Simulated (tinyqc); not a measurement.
Valley-orbit splitting of a donor ground state, with strain: one step, computed by the program tinyqc.

The basis is the 1s envelope in each valley; energies are counted from the unstrained conduction-band edge. The strain is e_s (a a^T - 1/3) for the unit stress axis a, so valley j along n_j moves by Xi_u e_s w_j with w_j = (n_j.a)^2 - 1/3: +2/3 for [111], -2/9 for the others.

Question. Populations and ionisation. H_jj = -(E_0 + Lambda) + Xi_u e_s w_j; H_jk = -Delta_1 between any two valleys. z = sum over levels of exp(-(E - E_ground)/k_B T), the ground-state share being 1/z; N_c = 2 (2 pi m_e k_B T/h^2)^(3/2) sum_j exp(-(shift_j - lowest shift)/k_B T); n1 = N_c/(2 z) exp(-binding/k_B T), binding = lowest shift - E_ground; without compensation n = 2 N_D/(1 + sqrt(1 + 4 N_D/n1)) (Boltzmann statistics; p and higher states left out).

Inputs (values chosen for the exercise, for a model many-valley semiconductor):
```
quantity,value,unit
single-valley binding energy E_0,10.3,meV
central-cell shift Lambda,0.16,meV
coupling Delta_1,0.22,meV
shear deformation potential Xi_u,16.3,eV
shear strain e_s,0.00016,-
temperature T,10,K
donor density N_D,5.3e+15,cm^-3
density-of-states mass of one valley m_e,0.223,m_0
```

Valleys: four along <111>. Stress axis: [111].

Constants: k_B = 8.617333262e-05 eV/K; m_0 = 9.1093837015e-31 kg; k_B = 1.380649e-23 J/K; h = 6.62607015e-34 J s.

Give: partition sum z; share of neutral donors in the ground state; N_c; n1; free electrons n.

Answer.

partition sum z = 1.912

share of neutral donors in the ground state = 0.5231

N_c = 4.934e+16 cm^-3

n1 = 3.902e+10 cm^-3

free electrons n = 1.436e+13 cm^-3
